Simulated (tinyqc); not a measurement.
The decay curve: photoconductance decay in a wafer: bulk and surface recombination modes, and iron detection by pair splitting. Computed by tinyqc, a small Python program. Command: `OMP_NUM_THREADS=1 python tinyqc.py 3110771 3110772 out.jsonl pcd walk`. One thread of a shared host (Intel(R) Xeon(R) Processor @ 2.30GHz), about 0.01 s of CPU time with the checks.

Both faces of the wafer have the same S; injection is low and all coefficients are constant. x runs from -W/2 to W/2.

Inputs (values chosen for the exercise, modelled on p-type silicon):

| quantity | value | unit |
|---|---|---|
| thickness W | 150 | micrometre |
| diffusivity D | 32.8 | cm^2/s |
| bulk lifetime tau_b without iron | 32 | microsecond |
| surface recombination velocity S | 14000 | cm/s |
| absorption coefficient alpha | 470 | 1/cm |

Method:
- Even modes cos(a x) obey b tan b = S W/(2 D) with b = a W/2, odd modes sin(a x) obey -b cot b = S W/(2 D); each decays at the rate 1/tau_b + D a^2.
- tau_eff is the decay time of the first mode. The surface time is 1/(D a^2) of that mode; shortcuts for it are W/(2 S), W^2/(pi^2 D) and their sum, whose error is sum/surface time - 1.
- Light from one face makes n(x, 0) proportional to exp(-alpha (x + W/2)). Only even modes carry the thickness average: weight c_n = [sin b/b] int n cos(a x) dx / (int cos^2(a x) dx x mean n), with int exp(-alpha (x + W/2)) cos(a x) dx = [alpha cos b (1 - E) + a sin b (1 + E)]/(alpha^2 + a^2), E = exp(-alpha W), and int cos^2 = W/2 + sin(2 b)/(2 a).
- Mean density = sum_n c_n exp(-t/tau_n) over 60 modes; the local decay time is -1/(d ln n/dt).

W^2/(pi^2 D) = 0.695039 microsecond

tau_eff = 1.13079 microsecond

Decay:

| t / (W^2/(pi^2 D)) | t (microsecond) | mean density/start | local decay time (microsecond) |
|---|---|---|---|
| 0.02 | 0.0139 | 0.93959 | 0.2688 |
| 0.05 | 0.0348 | 0.87863 | 0.3521 |
| 0.10 | 0.0695 | 0.80642 | 0.4594 |
| 0.20 | 0.1390 | 0.70983 | 0.6333 |
| 0.50 | 0.3475 | 0.54943 | 0.9760 |
| 1.00 | 0.6950 | 0.39723 | 1.1185 |
| 2.00 | 1.3901 | 0.21457 | 1.1307 |

What does the comparison show, and why?

The local decay time goes from 0.269 to 1.13 microsecond against tau_eff = 1.13. Early on higher modes speed the decay, so a fit must start late.
